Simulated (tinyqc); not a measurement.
Inputs raised by 5 %, one at a time: decay of LO phonons and the hot-phonon bottleneck in the cooling of electrons. Computed by tinyqc, a small Python program. Command: `OMP_NUM_THREADS=1 python tinyqc.py 3026515 3026516 out.jsonl hotphonon sens`. One thread of a shared host (Intel(R) Xeon(R) Processor @ 2.30GHz), about 0.01 s of CPU time with the checks.

n(E, T) = 1/(exp(E/(k_B T)) - 1) is the Bose occupation. Electrons have a temperature T_e; the LO modes within their reach share one occupation N; the decay products stay at the lattice temperature.

Inputs (values chosen for the exercise, modelled on silicon carbide):
```
quantity,value,unit
LO energy hbar omega,119,meV
"lifetime at T = 0, tau_0",3.4,ps
lattice temperature T,500,K
electron mass m*,0.362,m_0
eps_inf,6.44,-
static dielectric constant eps_s,9.92,-
electron density n,1.3e+19,1/cm^3
"density of LO modes that the electrons reach, N_m",3.9e+18,1/cm^3
power supplied per electron P,0.57,nW
```

Decay channel: two equal phonons (Klemens).

Constants: k_B = 8.617333262e-05 eV/K; c = 299792458 m/s; e^2/(4 pi eps_0) = 14.39964548 eV angstrom; hbar^2/(2 m_0) = 3.80998212 eV angstrom^2; hbar = 6.582119569e-16 eV s; e = 1.602176634e-19 C.

Method:
- Decay rate 1/tau = (1/tau_0) [1 + 2 n(hbar omega/2)].
- Full width Gamma = 1/(2 pi c tau) in 1/cm, c in cm/s.
- Froehlich coupling alpha = (e^2/(4 pi eps_0)) (1/eps_inf - 1/eps_s) k_0/(2 hbar omega), k_0 = sqrt(m* hbar omega/(hbar^2/(2 m_0))); emission time tau_sp = hbar/(2 alpha hbar omega); bottleneck ratio r = (n/N_m) tau/tau_sp.
- Net emission per electron: [(N + 1) x - N]/tau_sp with x = exp(-hbar omega/(k_B T_e)), a simple two-level balance; steady state of the modes: n [(N + 1) x - N]/tau_sp = N_m (N - N_0)/tau; power per electron P = hbar omega [(N + 1) x - N]/tau_sp.
- With p = P tau_sp/(hbar omega): N = N_0 + r p and x = (p + N)/(N + 1); without hot phonons N = N_0. The mode temperature T_LO solves n(hbar omega, T_LO) = N.

Runs:
```
input moved,from,to,electron temperature T_e (K),Raman width Gamma (1/cm),bottleneck ratio r,T_e without hot phonons (K)
base run,-,-,892.6,2.610,859.2,500.6
LO energy hbar omega (meV),119,124.95,916.2,2.518,912.4,500.6
"lifetime at T = 0, tau_0 (ps)",3.4,3.57,909.6,2.486,902.2,500.6
lattice temperature T (K),500,525,897.5,2.707,828.3,525.6
electron mass m* (m_0),0.362,0.3801,892.6,2.610,880.4,500.6
static dielectric constant eps_s,9.92,10.416,892.6,2.610,934.9,500.6
"density of LO modes that the electrons reach, N_m (1/cm^3)",3.9e+18,4.095e+18,876.4,2.610,818.3,500.6
power supplied per electron P (nW),0.57,0.5985,909.6,2.610,859.2,500.7
```

Exponents ln(y'/y) / ln(x'/x):
```
input,electron temperature T_e,Raman width Gamma,bottleneck ratio r,T_e without hot phonons
LO energy hbar omega,0.535,-0.731,1.231,0.001
"lifetime at T = 0, tau_0",0.386,-1.000,1.000,0.000
lattice temperature T,0.112,0.751,-0.751,0.998
electron mass m*,0.000,0.000,0.500,-0.001
static dielectric constant eps_s,-0.001,0.000,1.731,-0.002
"density of LO modes that the electrons reach, N_m",-0.377,0.000,-1.000,0.000
power supplied per electron P,0.386,0.000,0.000,0.001
```

To which inputs is each result most sensitive?

Among the inputs moved here: electron temperature T_e answers most in size to LO energy hbar omega (exponent +0.535), next to lifetime at T = 0, tau_0 (+0.386); its exponent is below 0.0005 for electron mass m*. Raman width Gamma answers most in size to lifetime at T = 0, tau_0 (exponent -1.000), next to lattice temperature T (+0.751); its exponent is below 0.0005 for electron mass m*, static dielectric constant eps_s, density of LO modes that the electrons reach, N_m, power supplied per electron P. Its exponent -1.000 in lifetime at T = 0, tau_0: the width is the inverse lifetime. Bottleneck ratio r answers most in size to static dielectric constant eps_s (exponent +1.731), next to LO energy hbar omega (+1.231); its exponent is below 0.0005 for power supplied per electron P. Its exponent +0.500 in electron mass m*: alpha goes as sqrt(m*). T_e without hot phonons answers most in size to lattice temperature T (exponent +0.998); its exponent is below 0.0005 for lifetime at T = 0, tau_0, density of LO modes that the electrons reach, N_m.
